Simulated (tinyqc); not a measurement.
Potential step from the flux.

Problem. On one interval J = (q mu Vt/hx) [nb B(d) - na B(-d)], B(d) = d/(exp(d) - 1), d = (psi_b - psi_a)/Vt. Find psi_b - psi_a, and the step at which J would vanish.

Parameters, values chosen for the exercise:
- T = 300 K (temperature)
- mu = 1340 cm^2/(V s) (electron mobility)
- na = 8.6e14 cm^-3 (density at the left node)
- nb = 1e15 cm^-3 (density at the right node)
- hx = 56 nm (node spacing)

Constants: q = 1.602176634e-19 C, kB = 1.380649e-23 J/K, Vt = kB T/q. Results are converted to the units shown.

J = 4835.7715 A/cm^2

Answer. B(d) falls and B(-d) rises with d, so J falls steadily with the step and one value matches. J = 0 needs nb/na = exp(d), the Boltzmann ratio.

psi_b - psi_a = -0.126 V
step for J = 0 = 3.90e-3 V

Numbers from tinyqc (`OMP_NUM_THREADS=1 python tinyqc.py 2220070 2220071 out.jsonl`; about 0.01 s on one thread of a shared Intel Xeon 2.30GHz).
